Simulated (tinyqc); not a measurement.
Worked calculation: size effects in the resistivity of thin metal films and interconnect lines. Computed by tinyqc, a small Python program that keeps every step. Command: `OMP_NUM_THREADS=1 python tinyqc.py 3009658 3009659 out.jsonl size walk`. One thread of a shared host (Intel(R) Xeon(R) Processor @ 2.30GHz), about 0.01 s of CPU time with the checks. Intermediate numbers are printed to about 5 digits and carried at full precision; extremes and crossings named in words are read from the listed rows.

Electrons lose their drift at surfaces (a share 1 - p of the hits) and at grain boundaries (reflection R), besides bulk scattering.

Inputs (values chosen for the exercise, modelled on platinum):
```
quantity,value,unit
bulk resistivity rho_b,10.4,microohm cm
bulk mean free path lambda,7.41,nm
specularity p,0,-
grain-boundary reflection R,0.3,-
film thickness h,15,nm
grain size over thickness,0.89,-
```

Geometry: film.

## Grain size

D = (ratio) h.

grain size D = 13.35 nm

## Grain boundaries

Mayadas-Shatzkes: alpha = (lambda/D) R/(1 - R); rho_b/rho = 1 - 3 alpha/2 + 3 alpha^2 - 3 alpha^3 ln(1 + 1/alpha).

alpha = 0.23788

rho/rho_b from grains = 1.3399

The linear estimate 1 + 3 alpha/2 gives 1.357, within 2 %.

## Surfaces

Fuchs-Sondheimer film: rho_b/rho = 1 - (3/(2 kappa))(1 - p) int_0^1 (s - s^3)(1 - exp(-kappa/s))/(1 - p exp(-kappa/s)) ds, f = rho/rho_b, kappa = thickness/lambda, 80 Gauss-Legendre points.

kappa = h/lambda = 2.0243

rho/rho_b from surfaces = 1.2179

The thick-film form 1 + 3 (1 - p)/(8 kappa) gives 1.185, a deviation of -2.7 %.

## Resistivity of the film

Both together (Mayadas-Shatzkes film): rho_b/rho = (rho_b/rho of the grains alone) - (6/(pi kappa))(1 - p) int_0^(pi/2) dphi int_0^1 ds (cos^2 phi/H^2)(s - s^3)(1 - exp(-kappa H/s))/(1 - p exp(-kappa H/s)), H = 1 + alpha/(cos phi sqrt(1 - s^2)), 40 x 80 Gauss-Legendre points. Sheet resistance rho/h; additive estimate rho_b (f_surface + f_grain - 1).

resistivity rho = 16.030 microohm cm

sheet resistance = 10.687 ohm

additive estimate = 16.201 microohm cm

error of the additive estimate = 1.0695 %

Adding the two excesses (Matthiessen's rule) is 1.1 % high.

## Exact and approximate surface terms

Thick-film form 1 + 3 (1 - p)/(8 kappa); thin-film form (4/3)((1 - p)/(1 + p))/(kappa ln(1/kappa)).

Rho/rho_b:
```
kappa,h (nm),exact,thick-film form,thin-film form
0.01,7.4100e-02,26.484,38.5000,28.953
0.02,1.4820e-01,15.333,19.7500,17.041
0.05,3.7050e-01,7.728,8.5000,8.902
0.1,7.4100e-01,4.782,4.7500,5.791
0.2,1.4820e+00,3.096,2.8750,4.142
0.5,3.7050e+00,1.916,1.7500,-
1,7.4100e+00,1.462,1.3750,-
2,1.4820e+01,1.221,1.1875,-
5,3.7050e+01,1.081,1.0750,-
10,7.4100e+01,1.039,1.0375,-
```

The thick-film form is within 5 % down to kappa = 2; at kappa = 0.01 it is 1.45 times the exact value and the thin-film form 1.09 times. The resistivity doubles between 1.48 and 3.71 nm. Rows thinner than about 5 nm only illustrate the formulas.

Checks made by the program: grain-boundary formula against its angular integral 3 int_0^1 c^3/(c + alpha) dc (relative difference below 1e-10); combined formula at alpha -> 0 against Fuchs-Sondheimer (relative difference 1e-07).
